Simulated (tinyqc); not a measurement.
Changing the layer thickness h: elastic strain and critical thickness of a cubic alloy layer A(1-x)B(x) on a thick substrate. Computed by tinyqc, a small Python program. Command: `OMP_NUM_THREADS=1 python tinyqc.py 3019745 3019746 out.jsonl misfit sweep`. One thread of a shared host (Intel(R) Xeon(R) Processor @ 2.30GHz), about 0.01 s of CPU time with the checks.

Strain is positive in tension. The layer is coherent with the substrate unless said otherwise.

Inputs (values chosen for the exercise, modelled on Ga(1-x)In(x)As on InP):
```
quantity,value,unit
fraction x of B,0.13,-
lattice constant a_A,5.653,angstrom
lattice constant a_B,6.058,angstrom
substrate lattice constant a_S,5.869,angstrom
start of the iteration h0/b,1000,-
```

Growth plane: (111). Layer: uncapped. Misfit dislocation: 60-degree.

C11, C12, C44 of A (GPa): [118.8, 53.33, 59.04]

C11, C12, C44 of B (GPa): [82.94, 45.45, 39.77]

Method:
- a = (1 - x) a_A + x a_B, the same rule for each C_ij; misfit f = (a_S - a)/a, the in-plane strain of the coherent layer.
- (111): D = 2 (C11 + 2 C12 - 2 C44)/(C11 + 2 C12 + 4 C44), M = 6 C44 (C11 + 2 C12)/(C11 + 2 C12 + 4 C44). The free surface carries no normal stress, so e_perp = -D f; dV/V = 2 f + e_perp; stress = M f; energy per area = M f^2 h (1 GPa nm = 1 J/m^2).
- Voigt averages: G = (C11 - C12 + 3 C44)/5, B = (C11 + 2 C12)/3, nu = (3 B - 2 G)/(2 (3 B + G)); b = a/sqrt(2). The 60-degree dislocation has cos alpha = 1/2, and cos lambda = sqrt(3)/6 on (111), for glide on an inclined {111} plane.
- Matthews-Blakeslee: h_c = A [ln(h_c/b) + 1], A = b (1 - nu cos^2 alpha)/(8 pi |f| (1 + nu) cos lambda), the factor 8 pi being that of an uncapped layer.
- Start at h0, put the right side back in, and stop when the change is below 1e-9 h or h turns negative.
- For h > h_c the same force balance gives the strain left, |e| = |f| A [ln(h/b) + 1]/h, and below h_c e = f; relaxation = 1 - e/f; dislocations per length across each line direction = (|f| - |e|)/(b cos lambda), times 2/3 for the three line sets on (111).

One run for each value:
```
layer thickness h (nm),strain left e,relaxation (%),dislocation line density (1/micrometre),strain energy per area (J/m^2)
2,0.028630,0.000,0.00,2.7341e-01
4.3,0.028630,0.000,0.00,5.8784e-01
9.3,0.018795,34.351,56.29,1.2714e+00
20,0.010357,63.824,104.59,2.7341e+00
43,0.005569,80.547,132.00,5.8784e+00
93,0.002925,89.782,147.13,1.2714e+01
200,0.001522,94.684,155.17,2.7341e+01
430,0.000783,97.265,159.40,5.8784e+01
930,0.000397,98.613,161.61,1.2714e+02
2000,0.000201,99.298,162.73,2.7341e+02
```

What does the table show, and why?

Over the rows, strain left e falls from 0.0286 to 2.01e-4, flat over part of the range; relaxation (%) rises from 0 to 99.3, flat over part of the range; dislocation line density (1/micrometre) rises from 0 to 163, flat over part of the range. The exponent of strain energy per area stays at 1: the energy density is uniform. Relaxation sets in between 4.30 and 9.30 nm, and reaches 99.3 % at the largest thickness. The energy column is that of the coherent layer. Real layers relax later, as dislocations must nucleate and glide.

Caution (all rows): above about 2 % misfit, linear elasticity is rough and compressed layers tend to form islands before dislocations.

Extremes, crossings and ranges named in words are read from the listed rows.
